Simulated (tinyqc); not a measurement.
# Changing the temperature of the worked step T

Model: nucleation and growth of vacancy voids in a cooling silicon-like crystal. Computed by tinyqc, a small Python program. Command: `OMP_NUM_THREADS=1 python tinyqc.py 3002598 3002599 out.jsonl voids sweep`. One thread of a shared host (Intel(R) Xeon(R) Processor @ 2.30GHz), about 0.03 s of CPU time with the checks.

Spherical voids; vacancies are lost only to voids.

Inputs (values chosen for the exercise, for a model crystal):
```
quantity                                    value    unit
vacancy density at the melting point C_m  7.6e+14  1/cm^3
formation energy E_f                         4.26      eV
melting point T_m                            1685       K
diffusion prefactor D0                     0.0013  cm^2/s
migration energy E_m                         0.43      eV
site density rho                            5e+22  1/cm^3
void surface energy gamma                   0.876   J/m^2
ratio (V/G)/xi_c                             2.19       -
limit of the excess at high V/G           1.4e+14  1/cm^3
```

Vacancy supply: from V/G.

Constants: k_B = 8.617333262e-05 eV/K; k_B = 1.380649e-23 J/K; e = 1.602176634e-19 C.

Method. C = C_x (u - 1)/(u + 0.2) with u = (V/G)/xi_c, a form chosen for the exercise. C_e = C_m exp[-(E_f/k_B)(1/T - 1/T_m)]; D = D0 exp(-E_m/(k_B T)); f = k_B T ln(C/C_e); r* = 2 gamma/(rho f); W* = 16 pi gamma^3/(3 rho^2 f^2); Z = f/sqrt(12 pi W* k_B T); I = rho Z (4 pi r* D C) exp(-W*/(k_B T)).

One run for each value:
```
temperature of the worked step T (K)  rate I (1/(cm^3 s))  W*/(k_B T)  critical radius r* (nm)  C_e (1/cm^3)
1300                                           2.6146e+16      19.634                  0.30990    1.2805e+11
1320                                           1.1578e+15      22.721                  0.33593    2.2782e+11
1340                                           2.1369e+13      26.674                  0.36673    3.9843e+11
1360                                           1.1433e+11      31.856                  0.40375    6.8543e+11
1370                                           4.4440e+09      35.075                  0.42521    8.9371e+11
1390                                           1.1303e+06      43.285                  0.47579    1.5020e+12
1410                                           8.7418e+00      54.972                  0.54004    2.4875e+12
1430                                           2.0330e-07      72.446                  0.62434    4.0619e+12
```

Over the rows, rate I (1/(cm^3 s)) falls from 2.61e16 to 2.03e-7 (exponent d ln y / d ln x -200 between the first rows and -1200 between the last); W*/(k_B T) rises from 19.6 to 72.4 (exponent d ln y / d ln x 9.6 between the first rows and 20 between the last); critical radius r* (nm) rises from 0.310 to 0.624 (exponent d ln y / d ln x 5.3 between the first rows and 10 between the last).

Caution (rows 1300, 1320, 1340, 1360): at such a rate voids would have used up the initial excess before the crystal cooled to this T.
